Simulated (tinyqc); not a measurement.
Valley splitting in a one-orbital chain of atomic planes (second-neighbour model): one step. Levels and the valley doublet. Two cases, with inputs chosen for the exercise.

Problem. Diagonalise H. The two lowest levels are the doublet made from the valleys at +k0 and -k0; give their splitting, the weights of the lowest state, and its parity under reversal of the planes.

Case 1.

H (eV):
```
[[1.517314, 0.729689, 0.657419, 0, 0, 0, 0],
 [0.729689, 1.517314, 0.729689, 0.657419, 0, 0, 0],
 [0.657419, 0.729689, 1.517314, 0.729689, 0.657419, 0, 0],
 [0, 0.657419, 0.729689, 1.517314, 0.729689, 0.657419, 0],
 [0, 0, 0.657419, 0.729689, 1.517314, 0.729689, 0.657419],
 [0, 0, 0, 0.657419, 0.729689, 1.517314, 0.729689],
 [0, 0, 0, 0, 0.657419, 0.729689, 1.517314]]
```

Case 2.

H (eV):
```
[[1.317108, 0.551586, 0.594593, 0, 0, 0, 0, 0],
 [0.551586, 1.317108, 0.551586, 0.594593, 0, 0, 0, 0],
 [0.594593, 0.551586, 1.317108, 0.551586, 0.594593, 0, 0, 0],
 [0, 0.594593, 0.551586, 1.317108, 0.551586, 0.594593, 0, 0],
 [0, 0, 0.594593, 0.551586, 1.317108, 0.551586, 0.594593, 0],
 [0, 0, 0, 0.594593, 0.551586, 1.317108, 0.551586, 0.594593],
 [0, 0, 0, 0, 0.594593, 0.551586, 1.317108, 0.551586],
 [0, 0, 0, 0, 0, 0.594593, 0.551586, 1.317108]]
```

Give: levels; splitting; weights on the planes; parity of the lowest state.

Solution.

Case 1.

levels (eV): [0.2330, 0.3475, 0.7920, 1.1051, 1.5336, 2.7550, 3.8551]

splitting = 114.55 meV

weights on the planes: [0.106, 0.156, 0.040, 0.397, 0.040, 0.156, 0.106]

parity of the lowest state: even

The mean of the doublet lies 0.2902 eV above the bulk minimum, and level 3 lies 0.5018 eV above that mean; the weights oscillate from plane to plane because the two valleys interfere.

Case 2.

levels (eV): [0.1891, 0.2417, 0.7227, 0.7795, 1.2421, 1.5472, 2.5103, 3.3042]

splitting = 52.65 meV

weights on the planes: [0.100, 0.012, 0.246, 0.143, 0.143, 0.246, 0.012, 0.100]

parity of the lowest state: even

The mean of the doublet lies 0.2154 eV above the bulk minimum, and level 3 lies 0.5073 eV above that mean; the weights oscillate from plane to plane because the two valleys interfere.

Computed by tinyqc, one run a case: `OMP_NUM_THREADS=1 python tinyqc.py N N+1 out.jsonl` with N = 1452371, 1452891; one thread of a shared Intel(R) Xeon(R) Processor @ 2.30GHz, about 0.01 s a run at most.
